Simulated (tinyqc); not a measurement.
p-n diode, drift-diffusion by the Gummel loop with Scharfetter-Gummel fluxes: one step of the calculation.

Abrupt junction at x = 0, p side from -Lp, n side to Ln, ohmic contacts. psi is counted from the intrinsic level; n = ni exp((psi - phin)/Vt), p = ni exp((phip - psi)/Vt). Contacts: p side psi = V - Vt ln(Na/ni), p = Na, n = ni^2/Na; n side psi = Vt ln(Nd/ni), n = Nd, p = ni^2/Nd. Constant mobilities, D = mu Vt, Boltzmann statistics, SRH recombination through a mid-gap level, U = (n p - ni^2)/(tp (n + ni) + tn (p + ni)). Current is positive from the p contact to the n contact.

Problem. Poisson equation. With phin and phip held, solve a_i (psi_(i+1) - psi_i) - a_(i-1) (psi_i - psi_(i-1)) + q w_i (p_i - n_i + C_i) = 0 for the inner nodes by Newton steps to convergence; a_i = eps0 eps_r/h_i, h_i = x_(i+1) - x_i, w_i = (h_(i-1) + h_i)/2, C = -Na or +Nd.

Parameters, values chosen for the exercise; band and dielectric values those of a made-up semiconductor:
- T = 300 K (temperature)
- eps_r = 14.6 (relative permittivity)
- Na = 1.7e17 cm^-3 (acceptor density of the p side)
- Nd = 7.1e15 cm^-3 (donor density of the n side)
- V = 0.23 V (bias of the p contact)

Constants: q = 1.602176634e-19 C, kB = 1.380649e-23 J/K, Vt = kB T/q, eps0 = 8.8541878128e-14 F/cm where lengths are in cm. Results are converted to the units shown.

```
node,x (nm),phin after round 1 (V),phip after round 1 (V)
0,-1300,0.23000000,0.23000000
1,-678,0.01955411,0.22999999
2,-343,0.00803512,0.22999999
3,-163,0.00332572,0.22999999
4,-66.1,0.00107405,0.22999999
5,-14,0.00013010,0.22999999
6,14,0.00001113,0.22999998
7,60.4,0.00000436,0.22999953
8,137,0.00000132,0.22979013
9,264,0.00000011,0.22853176
10,475,0.00000008,0.21803656
11,823,0.00000005,0.19224214
12,1400,0.00000000,0.00000000
```

ni = 1.3574815e10 cm^-3

Find: psi; n after Poisson; p after Poisson.

Solution.

```
node,psi (V),n after Poisson (cm^-3),p after Poisson (cm^-3)
0,-0.1925,1084,1.700e17
1,-0.1925,3.718e6,1.700e17
2,-0.1925,5.806e6,1.700e17
3,-0.1925,6.967e6,1.700e17
4,-0.1922,7.696e6,1.679e17
5,-0.1818,1.191e7,1.125e17
6,-0.0964,3.265e8,4.124e15
7,0.0213,3.091e10,4.357e13
8,0.1738,1.126e13,1.186e11
9,0.3130,2.458e15,5.177e8
10,0.3391,6.753e15,1.256e8
11,0.3404,7.094e15,4.407e7
12,0.3404,7.100e15,2.595e4
```

Program tinyqc, `OMP_NUM_THREADS=1 python tinyqc.py 2240007 2240008 out.jsonl`; Intel Xeon 2.30GHz, shared host, one thread, about 0.2 s.
